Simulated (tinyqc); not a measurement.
p-type polysilicon, carrier trapping at grain boundaries: effect of the doping.

One-dimensional grains of size Lg, uniform ionised doping N, monovalent traps Qt at each boundary at a depth Et below (for electrons) or above (for holes) the band edge there, abrupt depletion of width W on each side of a boundary, Boltzmann statistics. xi is the distance from the band edge at the grain centre to the Fermi level. Trapped charge Qt/(1 + exp((xi + VB - Et)/Vt)) = 2 N W, barrier VB = q N W^2/(2 eps0 eps_r).

If the trap equation with xi = Vt ln(NB/N) has a root W < Lg/2, the grain is partly depleted; otherwise W = Lg/2 and the trap equation gives xi = Et - VB + Vt ln(Qt/(N Lg) - 1). N* = Qt/Lg. n0 = NB exp(-xi/Vt); mean density n0 (1 - 2 W/Lg) by charge balance in a partly depleted grain, and n0 (sqrt(pi)/2) erf(u)/u with u = sqrt(VB/Vt) in a fully depleted one; v = sqrt(kB T/(2 pi ms m0)); barrier resistivity Vt exp(VB/Vt)/(q fe n0 v Lg); grain resistivity (1 - 2 W/Lg)/(q n0 mug); effective mobility 1/(q mean density total resistivity). Rows with xi above 0.45 V, towards mid-gap, are left out, since the other carrier type is ignored.

Inputs (values chosen for the exercise); values of the order met in polycrystalline silicon:

| symbol | value | unit | meaning |
|---|---|---|---|
| T | 300 | K | temperature |
| eps_r | 11.7 |  | relative permittivity |
| NB | 2.65e19 | cm^-3 | valence-band density of states at T |
| Lg | 19 | nm | grain size |
| Qt | 1.7e12 | cm^-2 | trap density of a grain boundary |
| Et | 0.43 | eV | depth of the trap level from the majority band edge at the boundary |
| ms | 0.52 | m0 | mass for thermionic emission |
| fe | 0.5 |  | correction factor of the emission rate |
| mug | 220 | cm^2/(V s) | mobility inside the grains |

Constants: q = 1.602176634e-19 C, kB = 1.380649e-23 J/K, m0 = 9.1093837015e-31 kg, Vt = kB T/q, eps0 = 8.8541878128e-14 F/cm where lengths are in cm. Results are converted to the units shown.

Results:
```
N (cm^-3)	N/N*	depleted share 2 W/Lg	VB (V)	xi (V)	mean density (cm^-3)	resistivity (ohm cm)	effective mobility (cm^2/(V s))
2.5e17	0.2794	1.000	0.01745	0.4370	9.816e11	7.416e4	85.74
4.5e17	0.5029	1.000	0.03141	0.3983	3.824e12	2.842e4	57.43
8e17	0.8941	1.000	0.05583	0.3190	6.726e13	3405	27.25
1.4e18	1.565	0.6391	0.03991	0.07602	5.053e17	0.1596	77.41
2.5e18	2.794	0.3579	0.02235	0.06103	1.605e18	0.05052	76.97
8e18	8.941	0.1118	0.006984	0.03096	7.105e18	0.01061	82.82
```

Estimate the missing row, N = 4.5e18 cm^-3.

Computed row:
```
N (cm^-3)	N/N*	depleted share 2 W/Lg	VB (V)	xi (V)	mean density (cm^-3)	resistivity (ohm cm)	effective mobility (cm^2/(V s))
4.5e18	5.029	0.1988	0.01242	0.04584	3.605e18	0.02141	80.87
```

With this row back in the table: As N goes from 2.5e17 to 8e18, VB goes from 0.0174 through a maximum of 0.0558 (at N = 8e17 among the rows listed) to 0.00698 V, the resistivity falls from 74200 to 0.0106 ohm cm and the effective mobility moves up and down between 27.3 and 85.7 cm^2/(V s). The steepest fall of the resistivity among the rows, as N^(-17.8), lies between N = 8e17 and 1.4e18 cm^-3; N* = 8.95e17 cm^-3. While the grain is fully depleted VB grows as N; once the traps are full it falls as 1/N. For N = 2.5e18, 4.5e18, 8e18 xi is under 2.5 Vt, where Boltzmann statistics begin to fail. For N = 2.5e17, 2.5e18, 4.5e18, 8e18 VB is below Vt, where abrupt depletion and thermionic emission are rough. For N = 1.4e18 the grain is near the changeover between partial and full depletion, within a few Debye lengths, where both limits are rough.

Program tinyqc, `OMP_NUM_THREADS=1 python tinyqc.py 2830299 2830300 out.jsonl`; Intel Xeon 2.30GHz, shared host, one thread, about 0.01 s.
